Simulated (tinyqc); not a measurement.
Inside a calculation. Model: elastic strain and critical thickness of a cubic alloy layer A(1-x)B(x) on a thick substrate. Computed by tinyqc, a small Python program that keeps every step. Command: `OMP_NUM_THREADS=1 python tinyqc.py 3016272 3016273 out.jsonl misfit walk`. One thread of a shared host (Intel(R) Xeon(R) Processor @ 2.30GHz), about 0.01 s of CPU time with the checks. Intermediate numbers are printed to about 6 digits and carried at full precision; extremes and crossings named in words are read from the listed rows.

Strain is positive in tension. The layer is coherent with the substrate unless said otherwise.

Inputs (values chosen for the exercise, for a model alloy): fraction x of B = 0.36; lattice constant a_A = 5.653 angstrom; lattice constant a_B = 5.451 angstrom; substrate lattice constant a_S = 5.661 angstrom; layer thickness h = 160 nm; biaxial modulus of the substrate M_S = 116 GPa; substrate thickness t_S = 775 micrometre; wafer diameter W = 200 mm; X-ray wavelength = 1.540593 angstrom; start of the iteration h0/b = 1000.

Growth plane: (001). Layer: uncapped. Misfit dislocation: 60-degree.

C11, C12, C44 of A (GPa): [109.2, 59.59, 57.47]

C11, C12, C44 of B (GPa): [125.9, 61.44, 62.74]

## Alloy by Vegard's rule, and misfit

a = (1 - x) a_A + x a_B, the same rule for each C_ij; misfit f = (a_S - a)/a, the in-plane strain of the coherent layer.

free lattice constant a = 5.58028 angstrom

elastic constants (GPa): C11 115.2120, C12 60.2560, C44 59.3672

misfit f = 0.0144652

The layer is stretched in the plane by 1.45 %.

## Biaxial strain, stress and energy

(001): D = 2 C12/C11, M = C11 + C12 - 2 C12^2/C11. The free surface carries no normal stress, so e_perp = -D f; dV/V = 2 f + e_perp; stress = M f; energy per area = M f^2 h (1 GPa nm = 1 J/m^2).

ratio D = 1.04600

normal strain e_perp = -0.0151307

volume strain dV/V = 0.0137998

biaxial modulus M = 112.440 GPa

in-plane stress = 1.62647 GPa

strain energy per area = 3.76436 J/m^2

## Symmetric X-ray reflection

Reflection 004: d = a_perp/sqrt(16), with a_perp = a (1 + e_perp) for the coherent layer, a for the relaxed layer and a_S for the substrate; sin(theta) = lambda/(2 d).

Bragg angles:
```
crystal         a_perp (angstrom)  theta (degrees)  from substrate (arcsec)
substrate                 5.66100          32.9757                     0.00
coherent layer            5.49585          34.1000                  4047.56
relaxed layer             5.58028          33.5151                  1941.77
```

peak separation of the coherent layer = 4047.56 arcsec

The coherent layer lies 2.08 times as far from the substrate peak as a relaxed one, about 1 + D = 2.05: reading its peak as relaxed would overstate the mismatch by that factor.

## Isotropic constants and the prefactor A

Voigt averages: G = (C11 - C12 + 3 C44)/5, B = (C11 + 2 C12)/3, nu = (3 B - 2 G)/(2 (3 B + G)); b = a/sqrt(2). The 60-degree dislocation has cos alpha = 1/2, and cos lambda = 1/2 on (001). Matthews-Blakeslee: h_c = A [ln(h_c/b) + 1], A = b (1 - nu cos^2 alpha)/(8 pi |f| (1 + nu) cos lambda), the factor 8 pi being that of an uncapped layer.

shear modulus G = 46.61152 GPa

Poisson ratio nu = 0.252361

Burgers vector b = 0.394585 nm

prefactor A = 1.62396 nm

## Critical thickness by fixed-point iteration

Start at h0, put the right side back in, and stop when the change is below 1e-9 h or h turns negative.

Iteration:
```
step  h in (nm)  h out (nm)   change (nm)
1       394.585     12.8418  -3.81744e+02
2        12.842      7.2796  -5.56225e+00
3         7.280      6.3578  -9.21813e-01
4         6.358      6.1379  -2.19877e-01
5         6.138      6.0807  -5.71569e-02
6         6.081      6.0656  -1.51933e-02
7         6.066      6.0615  -4.06269e-03
...         ...         ...           ...
12        6.060      6.0600  -5.61018e-06
13        6.060      6.0600  -1.50341e-06
14        6.060      6.0600  -4.02883e-07
15        6.060      6.0600  -1.07964e-07
16        6.060      6.0600  -2.89322e-08
17        6.060      6.0600  -7.75325e-09
18        6.060      6.0600  -2.07771e-09
```

critical thickness h_c (Matthews-Blakeslee) = 6.06000 nm

Converged; near the root each step shrinks the error by A/h_c = 0.268. h_c is 15.4 Burgers vectors.

## Equilibrium strain at the thickness h

For h > h_c the same force balance gives the strain left, |e| = |f| A [ln(h/b) + 1]/h, and below h_c e = f; relaxation = 1 - e/f; dislocations per length across each line direction = (|f| - |e|)/(b cos lambda).

strain left e = 0.00102847

relaxation = 92.8900 %

dislocation line density = 68.1057 1/micrometre

h is 26.40 h_c: in equilibrium dislocations lie 14.7 nm apart; slow nucleation and glide can keep a real layer more strained.

## Wafer curvature of the coherent layer

Stoney: curvature = 6 |stress| h/(M_S t_S^2); radius = 1/curvature; bow = curvature W^2/8.

curvature = 0.0224107 1/m

radius of curvature = 44.6215 m

bow = 112.054 micrometre

Caution: the curvature assumes a coherent layer, but h exceeds h_c.

## Force balance against energy balance

People-Bean: h_c = P ln(h_c/b), P = (1 - nu)/(1 + nu) b^2/(16 pi sqrt(2) a f^2). The misfit is scaled by 0.25, 0.4, 0.6, 1, 1.5, 2.2 at fixed a, b and nu; the upper root is taken, and rows with A < 1.3 b or P < 3 b, where the roots shrink to the core size or vanish, are left out.

Critical thickness:
```
|f| (%)  Matthews-Blakeslee (nm)  People-Bean (nm)    ratio
0.36163                  35.7733           1473.79  41.1981
0.57861                  19.9970            500.05  25.0062
0.86791                  11.9343            192.56  16.1350
1.44652                   6.0600             55.36   9.1357
2.16978                   3.4210             19.38   5.6656
3.18235                   1.8974              6.47   3.4114
```

The exponents d ln h_c/d ln f are -1.24 and -2.30 between the first rows, steeper than the -1 and -2 of the prefactors because of the logarithm. The ratio falls from 41.2 to 3.41 as the misfit grows. Where People-Bean lies above, a layer between the lines is metastable: dislocations would lower the energy but have to be nucleated. Above about 2 % misfit islands may come first.

Checks made by the program: D and M against the full stiffness tensor (relative difference below 1e-10); h_c against the Lambert function, -A W_(-1)(-b/(A e)) (relative difference 1e-10).
